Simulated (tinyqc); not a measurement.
A run and its error bars: classical Heisenberg spin chain: exact results, Metropolis, heat-bath and over-relaxation steps, and a Monte Carlo run. Computed by tinyqc, a small Python program. Command: `OMP_NUM_THREADS=1 python tinyqc.py 3130112 3130113 out.jsonl heismc walk`. One thread of a shared host (Intel(R) Xeon(R) Processor @ 2.30GHz), about 0.1 s of CPU time with the checks.

E = -J sum_i s_i . s_(i+1) for unit vectors s_i on an open chain; K = J/(k_B T).

Inputs (values chosen for the exercise, for a model chain of large moments):
```
quantity                     value  unit
coupling J                     2.2   meV
temperature T                 60.5     K
moment mu                      3.6  mu_B
length N of the open chain      12     -
seed                        704156     -
```

Update: heat bath.

Constants: k_B = 8.617333262e-05 eV/K; mu_B = 5.7883818060e-05 eV/T.

Method:
- Each bond angle is independent, so u = <s_i . s_(i+1)> = coth K - 1/K, <s_i . s_(i+n)> = u^n, correlation length xi = -1/ln|u|, energy per bond -J u, heat capacity per bond c/k_B = 1 - K^2/sinh^2 K, and for the long chain chi = mu^2 (1 + u)/(3 k_B T (1 - u)) per spin.
- For N spins, <|sum s|^2>/N = (1 + u)/(1 - u) - 2 u (1 - u^N)/(N (1 - u)^2); the long chain has (1 + u)/(1 - u), chi over the Curie value, and the difference is relative to it.
- From the ordered state (alternating for J < 0), with each spin drawn from exp(h . s), h = K x sum of neighbours, 200 sweeps are discarded and 1600 recorded (even and odd sites in turn; random numbers not printed, so these rows are one sample). Errors are the scatter of block means over sqrt(number of blocks).

K = 0.421982

u = 0.139019

<|sum s|^2>/N = 1.29168

Blocking:
```
block length  mean bond product      error  <|sum s|^2>/N     error
1                       0.14003  0.0042717         1.2743  0.024228
4                       0.14003  0.0044855         1.2743  0.025527
16                      0.14003  0.0046311         1.2743  0.023456
40                      0.14003  0.0050325         1.2743  0.021412
80                      0.14003  0.0041337         1.2743  0.014207
```

What does the comparison show, and why?

With blocks of 40 the bond product is 0.2 error bars from the exact u = 0.1390, and <|sum s|^2>/N is 0.8 from the exact 1.292. Blocking to 40 changes the two errors by factors 1.2 and 0.9.
